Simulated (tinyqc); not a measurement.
Debye-Callaway model of lattice thermal conductivity: one step, computed by the program tinyqc.

Three acoustic branches with one velocity v, cut at omega_D = k_B Theta/hbar; x = hbar omega/(k_B T). v and Theta are separate inputs: Theta cuts off the heat-carrying modes, so C need not reach 3 k_B/V. gamma is an effective value that sets the umklapp rate.

Question. The integrand on a coarse grid. Rates: point defects A omega^4; umklapp B omega^2 T exp(-Theta/(b T)) with B = hbar gamma^2/(M v^2 Theta). Boundaries: v/L. x runs in ten equal steps to min(Theta/T, 12); g = x^4 e^x/(e^x - 1)^2; tau_C is the inverse of all rates summed; the last column is c tau_C g with c = (k_B/(2 pi^2 v)) (k_B T/hbar)^3.

Inputs (values chosen for the exercise, for a model crystal): sound velocity v = 6460 m/s; Debye temperature Theta = 731 K; mean atomic mass M = 37.4 u; effective Grueneisen parameter gamma = 2.04; umklapp exponent divisor b = 2.5; Casimir length L = 250 micrometre; temperature T = 300 K.

Sample: crystal. Point defects: vacancies. Normal processes: left out.

Rayleigh coefficient A = 7.858384e-44 s^3

Constants: k_B = 1.380649e-23 J/K; hbar = 1.054571817e-34 J s; u = 1.6605390666e-27 kg.

Give: Integrand.

Answer.

Integrand:
```
x            g   tau_C (s)  c tau_C g (W/(m K))
0.2437  0.0591  3.2397e-10               125.56
0.4873  0.2328  4.9554e-11                75.69
0.7310  0.5112  1.3327e-11                44.69
0.9747  0.8782  4.8260e-12                27.80
1.2183  1.3136  2.1183e-12                18.25
1.4620  1.7942  1.0629e-12                12.51
1.7057  2.2958  5.8806e-13                 8.86
1.9493  2.7949  3.5040e-13                 6.42
2.1930  3.2697  2.2125e-13                 4.75
2.4367  3.7020  1.4636e-13                 3.55
```

The integrand is largest at the lowest frequency shown, whose long lifetime outweighs its small heat capacity.
